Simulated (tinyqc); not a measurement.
# Frequency dispersion of an accumulation capacitance by border traps, distributed model: what changes with what

Traps spread evenly through the insulator exchange electrons with the semiconductor by tunnelling, with tau(x) = t0 exp(2 ka x) at depth x from the interface. The admittance per area Y seen at depth x obeys dY/dx = -Y^2/(i w eps0 eox) + q Nb ln(1 + i w tau)/tau, with Y(0) = i w Cs and w = 2 pi f; the gate sees Y(tox) = G + i w C. Working variable y = Y/(i w), in uF/cm^2. Cox = eps0 eox/tox.

Values chosen for this exercise; permittivity close to that of silicon dioxide:
```
symbol,value,unit,meaning
eox,3.83,,relative permittivity of the insulator
tox,6.1,nm,insulator thickness
Cs,1.2,uF/cm^2,semiconductor capacitance in accumulation
Nb,4.7e18,cm^-3 eV^-1,density of border traps
ka,4.6,1/nm,decay constant of the wave function in the insulator
t0,1e-9,s,time constant of a trap at the interface
f,1000,Hz,frequency
```

Constants: q = 1.602176634e-19 C, eps0 = 8.8541878128e-14 F/cm where lengths are in cm. Results are converted to the units shown.

Each table varies one quantity; the others keep the values above.

## Capacitance and loss against frequency

Cox; trap-free value 1/(1/Cox + 1/Cs); response depth d = ln(1/(w t0))/(2 ka), where w tau = 1; lumped estimate: all traps within d act as C_bt = q Nb d placed at d/2, so C = 1/{1/[1/(1/Cs + d/(2 eps0 eox)) + C_bt] + (tox - d/2)/(eps0 eox)}. C and G from a fine integration; dispersion -d C/d log10 f over C, from f times and over 1.1. For a broad spread of time constants G/w is close to -(pi/2) dC/d ln w.

The same in every row: trap-free C (uF/cm^2) = 0.3799.

Result of one run:
```
f (Hz)  d (nm)  C (uF/cm^2)  G/w (uF/cm^2)  dispersion (% a decade)  -(pi/2) dC/d ln w (uF/cm^2)  lumped C (uF/cm^2)
1000     1.302       0.3959       0.002642                   0.9771                     0.002639              0.3939
```

What becomes of these results when the frequency f is changed from 1000 to 10000 Hz, all else the same?

Result of the changed run:
```
f (Hz)  d (nm)  C (uF/cm^2)  G/w (uF/cm^2)  dispersion (% a decade)  -(pi/2) dC/d ln w (uF/cm^2)  lumped C (uF/cm^2)
10000    1.052       0.3923       0.002371                   0.8851                     0.002369              0.3906
```

The whole series:
```
f (Hz)  d (nm)  C (uF/cm^2)  G/w (uF/cm^2)  dispersion (% a decade)  -(pi/2) dC/d ln w (uF/cm^2)  lumped C (uF/cm^2)
10       1.802       0.4045       0.003228                    1.169                     0.003226              0.4017
100      1.552       0.4000       0.002927                    1.072                     0.002925              0.3976
1000     1.302       0.3959       0.002642                   0.9771                     0.002639              0.3939
10000    1.052       0.3923       0.002371                   0.8851                     0.002369              0.3906
1e5     0.8014       0.3890       0.002114                   0.7959                     0.002112              0.3875
1e6     0.5511       0.3861       0.001869                   0.7097                     0.001869              0.3848
1e7     0.3008       0.3835       0.001619                   0.6263                     0.001639              0.3824
```

C falls from 0.4045 to 0.3835 uF/cm^2, towards the trap-free 0.3799; each decade of frequency removes ln 10/(2 ka) = 0.250 nm from the response depth. The dispersion falls from 1.17 to 0.626 % a decade and G/w falls from 0.00323 to 0.00162 uF/cm^2. G/w lies between 0.988 and 1.00 times -(pi/2) dC/d ln w, the relation for a broad spread of time constants.

## Effect of the decay constant of the wave function in the insulator

Same model as above.

The same in every row: trap-free C (uF/cm^2) = 0.3799.

Results:
```
ka (1/nm)  d (nm)  C (uF/cm^2)  G/w (uF/cm^2)  dispersion (% a decade)  -(pi/2) dC/d ln w (uF/cm^2)  lumped C (uF/cm^2)
2.5         2.396       0.4196       0.007658                    2.668                     0.007638              0.4127
3.2         1.872       0.4069       0.004863                    1.749                     0.004855              0.4029
3.9         1.536       0.4001       0.003460                    1.266                     0.003456              0.3974
5.3         1.130       0.3931       0.002115                   0.7880                     0.002114              0.3916
6          0.9981       0.3912       0.001752                   0.6563                     0.001751              0.3899
6.7        0.8939       0.3897       0.001489                   0.5599                     0.001488              0.3886
7.4        0.8093       0.3885       0.001291                   0.4869                     0.001290              0.3876
```

Estimate the missing row, ka = 4.6 1/nm.

Computed row:
```
ka (1/nm)  d (nm)  C (uF/cm^2)  G/w (uF/cm^2)  dispersion (% a decade)  -(pi/2) dC/d ln w (uF/cm^2)  lumped C (uF/cm^2)
4.6         1.302       0.3959       0.002642                   0.9771                     0.002639              0.3939
```

With this row back in the table: As ka goes from 2.5 to 7.4, C falls from 0.420 to 0.389 uF/cm^2, the dispersion falls from 2.67 to 0.487 % a decade and G/w falls from 0.00766 to 0.00129 uF/cm^2. The lumped estimate is 1.6 % below C in the first row and 0.23 % below it in the last.

Computed by the program tinyqc: `OMP_NUM_THREADS=1 python tinyqc.py 2202159 2202160 out.jsonl`, one thread of a shared Intel Xeon 2.30GHz, about 0.4 s for the whole run.
